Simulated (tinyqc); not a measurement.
## Capacitance shares from swing and barrier lowering

Inverse problem. Below threshold the charge is negligible, so the band edge moves as -(aG Vg + aD Vd), aG = CG/CS, aD = CD/CS (CG, CD the capacitances of the barrier top to gate and drain, CS the total), and I goes as exp((aG Vg + aD Vd)/Vt) once Vd is well above Vt. Find aG, aD, CS and CD.

Inputs (values chosen for the exercise):
```
symbol,value,unit,meaning
T,300,K,temperature
```

Constants: q = 1.602176634e-19 C, kB = 1.380649e-23 J/K, Vt = kB T/q. Results are converted to the units shown.

swing = 63.325989 mV/decade
DIBL = 57.446809 mV/V
CG = 15.092730 pF/cm

Solution. The swing is Vt ln 10/aG and the DIBL, -dVg/dVd at fixed current, is aD/aG.

aG = 0.940
aD = 0.0540
CS = 16.1 pF/cm
CD = 0.867 pF/cm

tinyqc, about 0.03 s, one thread, Intel Xeon 2.30GHz (shared host): `OMP_NUM_THREADS=1 python tinyqc.py 2400115 2400116 out.jsonl`
